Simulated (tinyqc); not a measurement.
Semiconductor laser, carrier and photon rate equations: one step of the calculation.

Carrier density N and photon density S in one mode: dN/dt = F1 = eta I/(q V) - (A N + B N^2 + C N^3) - vg g S; dS/dt = F2 = G vg g S + G be B N^2 - S/tp, with g = g0 ln(N/Ntr)/(1 + ec S). Output power P = Fo Eph S V/(G tp). No heating, no carrier transport.

Task. Threshold. gth = 1/(G vg tp), Nth = Ntr exp(gth/g0), Ith = q V (A Nth + B Nth^2 + C Nth^3)/eta. Above it S is near G tp eta (I - Ith)/(q V). Carrier lifetime at threshold Nth/(A Nth + B Nth^2 + C Nth^3).

Values chosen for this exercise: active volume V = 3.7e-11 cm^3; confinement factor G = 0.115; group velocity vg = 7.22e9 cm/s; gain coefficient g0 = 1600 1/cm; transparency density Ntr = 2.1e18 cm^-3; photon lifetime tp = 1.4 ps; defect recombination coefficient A = 6.9e7 1/s; radiative coefficient B = 5.5e-11 cm^3/s; Auger coefficient C = 2.8e-29 cm^6/s; injection efficiency eta = 0.88; drive current I = 87 mA.

Constants: q = 1.602176634e-19 C. Results are converted to the units shown.

Find: gth; Nth; Ith; estimate of S; carrier lifetime.

Result.

gth = 860.3 1/cm
Nth = 3.595e18 cm^-3
Ith = 15.23 mA
estimate of S = 1.715e15 cm^-3
carrier lifetime = 1.591 ns

Program tinyqc, `OMP_NUM_THREADS=1 python tinyqc.py 2840005 2840006 out.jsonl`; Intel Xeon 2.30GHz, shared host, one thread, about 0.01 s.
